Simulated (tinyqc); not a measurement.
Undoped gate-all-around wire MOSFET, analytic charge model: course of the iteration: charge at the source by substitution.

An undoped round wire of radius R under an insulator shell and a surrounding gate; long channel, electrons only, n = ni exp((psi - V)/Vt) with V the quasi-Fermi potential (0 at the source, Vd at the drain), constant mobility, no quantisation. The radial Poisson equation gives n(r) = n(0)/(1 - (1 - b) r^2/R^2)^2 with b = Q0/(Q + Q0). Q is the electron charge per area of the wire surface.

With V = 0: u = Vg - V0 - Q/Cox, then Q(new) = (Q0/2)[sqrt(1 + 4 exp(u/Vt)) - 1], the root of Vt ln[(Q/Q0)(1 + Q/Q0)] = u.

Stop when Q changes by less than 1e-8 nC/cm^2, or after 30 iterations.

Inputs (values chosen for the exercise): temperature T = 300 K; gate voltage Vg = 1.27 V.

Constants: q = 1.602176634e-19 C, kB = 1.380649e-23 J/K, Vt = kB T/q. Results are converted to the units shown.

Q at the start = 0 nC/cm^2
Cox = 3.23740 uF/cm^2
Q0 = 193.801 nC/cm^2
V0 = 0.857981 V

Course of the iteration:
```
iteration	Q (nC/cm^2)	|change| (nC/cm^2)
1	5.59874e5	5.60e5
2	0	5.60e5
3	5.59874e5	5.60e5
4	0	5.60e5
5	5.59874e5	5.60e5
6	0	5.60e5
7	5.59874e5	5.60e5
8	0	5.60e5
9	5.59874e5	5.60e5
...	...	...
22	0	5.60e5
23	5.59874e5	5.60e5
24	0	5.60e5
25	5.59874e5	5.60e5
26	0	5.60e5
27	5.59874e5	5.60e5
28	0	5.60e5
29	5.59874e5	5.60e5
30	0	5.60e5
```

Did this iteration meet its convergence test, and what does its course show?

No. Not converged within 30 iterations. The value swings between 0 and 5.599e5 for good. At the solution, 1039 nC/cm^2, dQ(new)/dQ = -6.73: the semiconductor capacitance exceeds Cox, so substitution overshoots. A rerun with Newton steps on the same equation from Q = 19 nC/cm^2 converges in 6 iterations.

Range of the model: In a wire this thin, quantum confinement raises the threshold; it is left out. The surface density at the source passes 0.3 Nc, where Boltzmann statistics fail.

Computed by the program tinyqc: `OMP_NUM_THREADS=1 python tinyqc.py 2460107 2460108 out.jsonl`, one thread of a shared Intel Xeon 2.30GHz, about 0.03 s for the whole run.
